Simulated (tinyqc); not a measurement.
# From Debye temperature Theta back to shear modulus G

Model: estimate of lattice thermal conductivity from elastic moduli (Slack, Klemens and Cahill formulas). Computed by tinyqc, a small Python program. Command: `OMP_NUM_THREADS=1 python tinyqc.py 3006578 3006579 out.jsonl slack inv`. One thread of a shared host (Intel(R) Xeon(R) Processor @ 2.30GHz), about 0.01 s of CPU time with the checks.

An isotropic solid.

Inputs (values chosen for the exercise, for a model crystal): bulk modulus B = 78.5 GPa; volume per atom V = 29 angstrom^3; mean atomic mass M = 140 u.

Grueneisen parameter: from thermal expansion.

Constants: u = 1.6605390666e-27 kg; hbar = 1.054571817e-34 J s; k_B = 1.380649e-23 J/K.

Method. rho = M/V; vL = sqrt((B + 4G/3)/rho), vT = sqrt(G/rho); v_m = [(vL^-3 + 2 vT^-3)/3]^(-1/3); Poisson ratio sigma = (3B - 2G)/(6B + 2G); Theta = hbar v_m (6 pi^2/V)^(1/3)/k_B.

Task: A run gave the result below. Find the shear modulus G, known to lie between 25 and 63 GPa.

Debye temperature Theta = 266.5201 K

Result:

Each step takes the trial c = (a f_b - b f_a)/(f_b - f_a), f being the result less the target and a, b, c the logarithms of the listed values; c replaces end b, the old b replaces a if the sign of f changed, and otherwise f_a is halved.

Scan of the range:
```
shear modulus G (GPa)  Debye temperature Theta (K)
25.0                                       192.560
29.2                                       207.508
34.0                                       223.221
39.7                                       240.383
46.3                                       258.656
54.0                                       278.274
63.0                                       299.382
```

False position (Illinois rule, in the logarithm of the input) inside the bracket:
```
step    end a    end b    trial  Debye temperature Theta (K)
1     46.3000  54.0000  49.2452                      266.354
2     54.0000  49.2452  49.3086                      266.517
3     54.0000  49.3086  49.3113                      266.523
4     49.3086  49.3113  49.3100                      266.520
```

Debye temperature Theta rises at every point of a 13-point scan of the range (every second point is shown), so one value fits; it is bracketed by 46.3 and 54.0. Answer: shear modulus G = 49.31 GPa.
